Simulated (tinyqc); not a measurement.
Inside a calculation. Method: coherent transport through a tight-binding region between two chains. One step of it, computed by the program tinyqc.

Task: Transmission at E = -0.7 eV. Surface Green function g = (E - i sqrt(4 t^2 - E^2)) / (2 t^2); self-energy tc^2 g on each contact site; G = (E - H - Sigma)^(-1); Gamma = -2 Im Sigma; T = Gamma_L Gamma_R |G_LR|^2; local density of states -Im G_ii / pi.

H of the central region (eV), lower triangle:
```
           1          2          3          4         5
1   0.000000
2  -0.840000   0.000000
3   0.000000  -1.390000   0.000000
4   0.000000   0.000000  -0.770000   0.000000
5   0.000000   0.000000   0.000000  -0.610000  0.000000
```

Leads: semi-infinite chains with site energy 0:
```
parameter                           value
lead hopping t (eV)              1.410000
coupling to the left lead (eV)   1.040000
coupling to the right lead (eV)  0.780000
left contact site                       1
right contact site                      5
```

E = -0.700000 eV

Give: g; G; local density of states; transmission.

Result:

g = -0.176-0.687i 1/eV

G (1/eV), lower triangle:
```
               1              2             3              4
1  -0.274-0.894i
2   0.234-0.299i  -0.123-0.388i
3   0.283+0.389i   0.516-0.015i  0.089-0.243i
4  -0.164+0.894i   0.692+0.688i  0.448-0.194i  -0.842-1.418i
5  -0.546+0.535i   0.142+0.808i  0.402+0.083i   0.109-1.382i

               5
5  -0.382-1.692i
```

local density of states (1/eV): 0.284  0.124  0.077  0.451  0.538

transmission = 0.726
